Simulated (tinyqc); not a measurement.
Worked calculation: empirical pseudopotential in a few plane waves. One step of it, computed by the program tinyqc.

Question. Levels at G. Diagonalise the Hermitian matrix.

H(k) at G (eV), lower triangle:
```
           +0+0+0     -1-1-1     -1-1+1     -1+1-1     -1+1+1     +1-1-1     +1-1+1     +1+1-1
+0+0+0   0.000000
-1-1-1   2.308963  12.287362
-1-1+1  -2.308963   0.000000  12.287362
-1+1-1  -2.308963   0.000000   0.054423  12.287362
-1+1+1  -2.308963  -0.054423   0.000000   0.000000  12.287362
+1-1-1  -2.308963   0.000000   0.054423   0.054423   0.000000  12.287362
+1-1+1  -2.308963  -0.054423   0.000000   0.000000   0.054423   0.000000  12.287362
+1+1-1  -2.308963  -0.054423   0.000000   0.000000   0.054423   0.000000   0.054423  12.287362
+1+1+1   2.308963   0.000000  -0.054423  -0.054423   0.000000  -0.054423   0.000000   0.000000
-2+0+0   0.000000  -2.308963  -2.308963  -2.308963   2.308963   0.375206  -0.375206  -0.375206
+0-2+0   0.000000  -2.308963  -2.308963   0.375206  -0.375206  -2.308963   2.308963  -0.375206
+0+0-2   0.000000  -2.308963   0.375206  -2.308963  -0.375206  -2.308963  -0.375206   2.308963
+0+0+2   0.000000  -0.375206   2.308963  -0.375206  -2.308963  -0.375206  -2.308963   0.375206
+0+2+0   0.000000  -0.375206  -0.375206   2.308963  -2.308963  -0.375206   0.375206  -2.308963
+2+0+0   0.000000  -0.375206  -0.375206  -0.375206   0.375206   2.308963  -2.308963  -2.308963

           +1+1+1     -2+0+0     +0-2+0     +0+0-2     +0+0+2     +0+2+0     +2+0+0
+1+1+1  12.287362
-2+0+0  -0.375206  16.383150
+0-2+0  -0.375206   0.054423  16.383150
+0+0-2  -0.375206   0.054423   0.054423  16.383150
+0+0+2  -2.308963  -0.054423  -0.054423   0.000000  16.383150
+0+2+0  -2.308963  -0.054423   0.000000  -0.054423   0.054423  16.383150
+2+0+0  -2.308963   0.000000  -0.054423  -0.054423   0.054423   0.054423  16.383150
```

Give: eigenvalues.

Answer.

eigenvalues (eV): -2.797  7.513  8.553  8.553  8.553  12.233  12.233  12.233  15.248  16.274  16.274  20.063  20.063  20.063  21.539
